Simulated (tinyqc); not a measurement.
Cluster expansion of a binary alloy: correlations, fit, cross-validation and ground states: one step, computed by the program tinyqc. Command: `OMP_NUM_THREADS=1 python tinyqc.py 3016398 3016399 out.jsonl clex walk`. One thread of a shared host (Intel(R) Xeon(R) Processor @ 2.30GHz), about 0.05 s of CPU time with the checks.

s = +1 for A and -1 for B. Energy per site E = J0 + J1 P(point) + sum over clusters of m V P, with P the mean product of spins; V > 0 on a pair favours unlike neighbours. Clusters per site m: pair 1 2, pair 2 2, pair 3 2, triplet 4; the triplet is two first-neighbour bonds at a right angle. Formation energies are counted from the line between pure A and pure B, which removes J0 and J1.

Problem. Normal equations for V1, V2, Vt. Leave out pair 3: A = X^T X and b = X^T E (E being the data with noise) over these three columns; solve A V = b. The root-mean-square error runs over the structures between the pure ends.

Lattice: square.

X:
```
                      pair 1     pair 2     pair 3    triplet
A                   0.000000   0.000000   0.000000   0.000000
A3B p(2x2)         -2.000000  -2.000000   0.000000  -4.000000
A3B c(4x2)         -2.000000  -2.000000  -1.000000  -4.000000
A2B diagonal rows  -2.666667  -1.333333  -2.666667  -2.666667
A2B rows           -1.333333  -2.666667  -1.333333   0.000000
AB c(2x2)          -4.000000   0.000000   0.000000   0.000000
AB p(2x1)          -2.000000  -4.000000   0.000000   0.000000
A2B2 rows          -1.000000  -2.000000  -2.000000   0.000000
AB2 diagonal rows  -2.666667  -1.333333  -2.666667   2.666667
AB2 rows           -1.333333  -2.666667  -1.333333   0.000000
AB3 p(2x2)         -2.000000  -2.000000   0.000000   4.000000
AB3 c(4x2)         -2.000000  -2.000000  -1.000000   4.000000
B                   0.000000   0.000000   0.000000   0.000000
```

data (meV/site): A 0.00000, A3B p(2x2) -59.51640, A3B c(4x2) -70.01550, A2B diagonal rows -54.32693, A2B rows -32.34883, AB c(2x2) -65.67430, AB p(2x1) -52.48930, A2B2 rows -27.68320, AB2 diagonal rows -45.40820, AB2 rows -38.42443, AB3 p(2x2) -41.47180, AB3 c(4x2) -23.05690, B 0.00000

Give: matrix A; b; fitted V1, V2, Vt; root-mean-square error of the three-cluster fit.

Solution.

matrix A:
```
        V1      V2      Vt
V1  54.778  40.222   0.000
V2  40.222  53.778   0.000
Vt   0.000   0.000  78.222
```

b (meV): 1143.8  975.2  283.8

fitted V1, V2, Vt (meV): 16.783  5.580  3.628

root-mean-square error of the three-cluster fit = 6.0197 meV/site
